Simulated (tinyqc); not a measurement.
# Dose and depth of a threshold implant

Inverse problem. A sheet of D acceptors per cm^2 lies at depth xi inside the depleted layer of a body doped Na. In the depletion approximation VT = Vfb + f2 + q D/Cox + gamma sqrt(f2 + Vsb - q D xi/(eps0 eps_r)), gamma = sqrt(2 eps0 eps_r q Na)/Cox, Cox = eps0 eox/tox. Find gamma, D and xi.

Inputs (values chosen for the exercise); band and dielectric values those of a made-up semiconductor:
- eps_r = 11.9 (relative permittivity)
- Na = 7.7e16 cm^-3 (acceptor density deep in the body)
- eox = 3.9 (relative permittivity of the gate insulator (close to silicon dioxide))
- tox = 11 nm (insulator thickness)
- Vfb = -0.81 V (flat-band voltage)
- f2 = 0.587 V (band bending 2 phiF at threshold)

Constants: q = 1.602176634e-19 C, eps0 = 8.8541878128e-14 F/cm where lengths are in cm. Results are converted to the units shown.

VT against the source at Vsb = 0 and 1.5 V (V): [0.54793006, 0.93833463]

Answer. With y^2 = f2 - q D xi/(eps0 eps_r) and d the difference of the thresholds over gamma, sqrt(y^2 + Vsb) - y = d gives y = (Vsb - d^2)/(2 d). The first threshold then gives D, and y^2 gives xi.

gamma = 0.5136 V^0.5
D = 9.000e11 cm^-2
xi = 16.00 nm

Program tinyqc, `OMP_NUM_THREADS=1 python tinyqc.py 2080116 2080117 out.jsonl`; Intel Xeon 2.30GHz, shared host, one thread, about 0.7 s.
